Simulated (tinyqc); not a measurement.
# Bandgap voltage reference from two bipolar transistors: output against temperature

Two transistors of area 1 and N carry the same current I. Is(T) = Is (T/T0)^eta exp[(Vg0 q/kB)(1/T0 - 1/T)], VBE1 = Vt ln(I/Is(T)) + I rb, VBE2 = Vt ln(I/(N Is(T))) + I rb/N. The amplifier forces I R1(T) = VBE1 - VBE2 + Vos, with R(T) = R (1 + tc (T - T0)) for both resistors, and the output is Vref = VBE1 + I R2(T). Base currents and the Early effect are neglected.

Vt = kB T/q; I = (Vt ln N + Vos)/(R1(T) - rb (1 - 1/N)).

Parameters, values chosen for the exercise; values of the order met in silicon bipolar transistors:
- T0 = 298 K (reference temperature)
- Vg0 = 1.146 V (band-gap voltage extrapolated to 0 K)
- eta = 4 (temperature exponent of the saturation current)
- Is = 7.1e-16 A (saturation current of the unit transistor at T0)
- N = 8 (area ratio of the second transistor)
- R1 = 9.2 kohm (resistor across which the difference of VBE falls, at T0)
- tc = 0 ppm/K (temperature coefficient of both resistors)
- Vos = 0 mV (offset of the amplifier)
- rb = 130 ohm (series resistance of the unit transistor)
- R2 = 104.9 kohm (output resistor at T0)

Constants: q = 1.602176634e-19 C, kB = 1.380649e-23 J/K. Results are converted to the units shown.

Results:

| T (K) | I (uA) | VBE1 (V) | I R2 (V) | Vref (V) | Vref - Vref(T0) (mV) | dVref/dT (uV/K) |
|---|---|---|---|---|---|---|
| 218 | 4.299 | 0.7548 | 0.4510 | 1.206 | 2.128 | 15.90 |
| 233 | 4.595 | 0.7239 | 0.4820 | 1.206 | 2.237 | -1.300 |
| 253 | 4.989 | 0.6823 | 0.5234 | 1.206 | 1.995 | -22.59 |
| 273 | 5.384 | 0.6403 | 0.5648 | 1.205 | 1.344 | -42.26 |
| 298 | 5.877 | 0.5872 | 0.6165 | 1.204 | 0 | -64.91 |
| 348 | 6.863 | 0.4795 | 0.7199 | 1.199 | -4.274 | -105.0 |
| 373 | 7.356 | 0.4249 | 0.7716 | 1.197 | -7.126 | -122.9 |
| 398 | 7.849 | 0.3699 | 0.8234 | 1.193 | -10.41 | -139.7 |
| 423 | 8.342 | 0.3145 | 0.8751 | 1.190 | -14.10 | -155.5 |

Estimate the missing row, T = 323 K.

Computed row:

| T (K) | I (uA) | VBE1 (V) | I R2 (V) | Vref (V) | Vref - Vref(T0) (mV) | dVref/dT (uV/K) |
|---|---|---|---|---|---|---|
| 323 | 6.370 | 0.5336 | 0.6682 | 1.202 | -1.887 | -85.74 |

With this row back in the table: VBE1 falls by 2.15 mV/K on average and I R2 rises by 2.07 mV/K. The slope of Vref vanishes at T = 232 K. Between 233 and 398 K Vref spans 12.6 mV, or 63.8 ppm/K by the box method (span over the average over T, over 165 K).

Numbers from tinyqc (`OMP_NUM_THREADS=1 python tinyqc.py 2062165 2062166 out.jsonl`; about 0.02 s on one thread of a shared Intel Xeon 2.30GHz).
